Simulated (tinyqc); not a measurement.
# Van der Pauw, Hall and four-point-probe measurements on a doped layer, step by step

Computed by the program tinyqc: `OMP_NUM_THREADS=1 python tinyqc.py 2850157 2850158 out.jsonl`, one thread of a shared Intel Xeon 2.30GHz, about 0.03 s for the whole run. Printed values are rounded.

A uniform n-type layer with sheet resistance Rs = 1/(q ns mu), point contacts, low field (mu B small).

Parameters, values chosen for the exercise: sheet density of the layer ns = 4.9e12 cm^-2; drift mobility mu = 760 cm^2/(V s); Hall factor rH = 1.1; magnetic field B = 2 T; current I = 100 uA; side ratio a/b of a rectangular sample with corner contacts ar = 1.48; thickness of the layer t = 520 nm.

Constants: q = 1.602176634e-19 C. Results are converted to the units shown.

## Resistances and Hall voltage

Rs = 1/(q ns mu). For a rectangle with contacts at the corners, RA = (8 Rs/pi) sum_(k>=0) ln coth((2k + 1) pi a/(2 b)) with current along a short side b and voltage along the opposite one, RB the same with a and b exchanged; Hall voltage VH = rH B I/(q ns), negative for electrons.

Rs = 1676.02 ohm/square
RA = 81.6631 ohm
RB = 1041.60 ohm
VH = -28.0231 mV

RB/RA = 12.8; for a square both equal Rs ln 2/pi = 370 ohm.

## Starting value

z = 2 ln 2/(pi (RA + RB)), exact for RA = RB.

z at the start = 0.392848 mS

## Iteration 1: new z

The van der Pauw equation exp(-pi RA z) + exp(-pi RB z) = 1 is solved for z = 1/Rs: e1 = exp(-pi RA z), e2 = exp(-pi RB z), f = e1 + e2 - 1, f' = -pi (RA e1 + RB e2), z(new) = z - f/f'.

e1 = 0.904126
e2 = 0.276510
f = 0.180636
f' = -1.13677 kohm
z after iteration 1 = 0.551751 mS

## Iteration 2: new z

As before.

e1 = 0.868009
e2 = 0.164395
f = 0.0324044
f' = -0.760636 kohm
z after iteration 2 = 0.594353 mS

## Course of the iteration

Stop when the step is below 1e-10 mS, or after 40 iterations.

Course of the iteration:

| iteration | z before the step (mS) | step (mS) |
|---|---|---|
| 1 | 0.392848 | 0.159 |
| 2 | 0.551751 | 0.0426 |
| 3 | 0.594353 | 2.29e-3 |
| 4 | 0.596645 | 6.08e-6 |
| 5 | 0.596651 | 4.25e-11 |

Converged in 5 iterations.

## Sheet density, mobility and bulk values

converged z = 0.596651 mS

Rs = 1/z; Hall sheet density B I/(q |VH|); Hall mobility |VH|/(Rs B I); true values ns = rH times the Hall density, mu = Hall mobility/rH; bulk density ns/t, resistivity Rs t; correction factor F = Rs/[(pi/ln 2)(RA + RB)/2].

Rs = 1676.02 ohm/square
Hall sheet density = 4.45455e12 cm^-2
Hall mobility = 836 cm^2/(V s)
ns = 4.9e12 cm^-2
mu = 760 cm^2/(V s)
bulk density = 9.42308e16 cm^-3
resistivity = 0.0871532 ohm cm
F = 0.658423

Taking the mean of RA and RB without F would overstate Rs by 52 %.
